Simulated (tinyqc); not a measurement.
Electron continuity equation in a given potential, Scharfetter-Gummel discretisation: current and errors against the applied potential.

Steady state in one dimension: J = q mu n E + q D dn/dx with E = -dpsi/dx and D = mu Vt, dJ/dx = 0, fixed densities nL and nR at the ends. The potential is given, psi = U x/L, and is not changed by the electrons.

12 equal intervals. Fluxes J_i = (q D/h)(n_(i+1) P_i - n_i Q_i), d_i = (psi_(i+1) - psi_i)/Vt: Scharfetter-Gummel P = B(d), Q = B(-d), B(d) = d/(exp(d) - 1); central P = 1 - d/2, Q = 1 + d/2; upwind P = 1 + max(-d, 0), Q = 1 + max(d, 0). Balance at each inner node: J_i - J_(i-1) = 0. The reference is Scharfetter-Gummel on 4000 intervals or more. Errors are those of J on the first interval against the reference at its midpoint; errors under 1e-6 % are printed as 0.

Inputs (values chosen for the exercise); mobility that of a made-up semiconductor:
```
symbol,value,unit,meaning
T,273,K,temperature
mu,8970,cm^2/(V s),electron mobility
L,19,um,length of the region
nL,7.4e13,cm^-3,density at x = 0
nR,1.8e13,cm^-3,density at x = L
```

Constants: q = 1.602176634e-19 C, kB = 1.380649e-23 J/K, Vt = kB T/q. Results are converted to the units shown.

Result of one run:
```
U (V)	largest |d|	reference J (A/cm^2)	SG error (%)	central error (%)	upwind error (%)	most negative central n (cm^-3), 0 if none
0.42	1.488	-23.51	0	-1.33e-6	1.35e-3	0
```

What becomes of these results when the potential difference psi(L) - psi(0) U is changed from 0.42 to 0.14 V, all else the same?

Result of the changed run:
```
U (V)	largest |d|	reference J (A/cm^2)	SG error (%)	central error (%)	upwind error (%)	most negative central n (cm^-3), 0 if none
0.14	0.4959	-7.852	0	-0.0235	0.409	0
```

The whole series:
```
U (V)	largest |d|	reference J (A/cm^2)	SG error (%)	central error (%)	upwind error (%)	most negative central n (cm^-3), 0 if none
0.014	0.04959	-1.513	0	-0.0131	1.57	0
0.056	0.1984	-3.376	0	-0.0617	1.88	0
0.14	0.4959	-7.852	0	-0.0235	0.409	0
0.28	0.9918	-15.67	0	-3.51e-4	0.0189	0
0.42	1.488	-23.51	0	-1.33e-6	1.35e-3	0
0.62	2.196	-34.70	0	0	6.66e-5	0
0.85	3.011	-47.58	0	0	4.37e-6	0
1.3	4.605	-72.77	0	1.07e-3	0	0
```

The reference current falls from -1.51 to -72.8 A/cm^2. The largest errors in size are 0 % (Scharfetter-Gummel), 0.062 % (central) and 1.9 % (upwind).

Computed by the program tinyqc: `OMP_NUM_THREADS=1 python tinyqc.py 2220106 2220107 out.jsonl`, one thread of a shared Intel Xeon 2.30GHz, about 0.01 s for the whole run.
